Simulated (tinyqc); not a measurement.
Resistance of a source-drain extension with a graded tip: one step of the calculation.

y runs along the channel, the gate covers y > 0. The doping is N0 for y < y0 and N0 10^(-(y - y0)/la) beyond, uniform over the depth xj. Sheet conductance s(y) = q mu(N) max(N - Nch, 0) xj + (for y > 0) ma Cox Vo, with mu(N) = u0 + (u1 - u0)/(1 + (N/Nr)^au) and Cox = eps0 eox/tox. Current is taken as one-dimensional; depletion of the tip, spreading and the contact are left out. The metallurgical junction lies at yj, where N = Nch.

Question. Sheet resistances and junction position. yj = y0 + la log10(N0/Nch); sheet resistance of the full extension 1/[q mu(N0)(N0 - Nch) xj] and of the gate-induced layer 1/(ma Cox Vo); metallurgical length Lg - 2 yj; ye is where the doped and the gate-induced conductances are equal.

Values chosen for this exercise; mobility law close to that of electrons in silicon: relative permittivity of the gate insulator (close to silicon dioxide) eox = 3.9; insulator thickness tox = 1.2 nm; active doping of the extension far from the gate N0 = 1.5e20 cm^-3; lateral abruptness la = 6.6 nm/decade; position under the gate where the fall begins (gate edge at 0) y0 = 3.1 nm; depth of the extension xj = 22 nm; channel doping Nch = 3.2e18 cm^-3; gate overdrive Vo = 0.6 V; mobility of the gate-induced layer ma = 150 cm^2/(V s); mobility at low doping u1 = 1414 cm^2/(V s); mobility at high doping u0 = 68.5 cm^2/(V s); reference doping Nr = 9.2e16 cm^-3; exponent au = 0.711; gate length Lg = 45 nm.

Constants: q = 1.602176634e-19 C, eps0 = 8.8541878128e-14 F/cm where lengths are in cm. Results are converted to the units shown.

Find: yj; sheet resistance of the extension; sheet resistance of the induced layer; metallurgical length; ye; N at ye.

Answer.

yj = 14.13 nm
sheet resistance of the extension = 256.1 ohm/square
sheet resistance of the induced layer = 3861 ohm/square
metallurgical length = 16.74 nm
ye = 11.01 nm
N at ye = 9.509e18 cm^-3

The gate takes over 3.12 nm before the junction, where N is still 2.97 times the channel doping.

Program tinyqc, `OMP_NUM_THREADS=1 python tinyqc.py 2282249 2282250 out.jsonl`; Intel Xeon 2.30GHz, shared host, one thread, about 0.04 s.
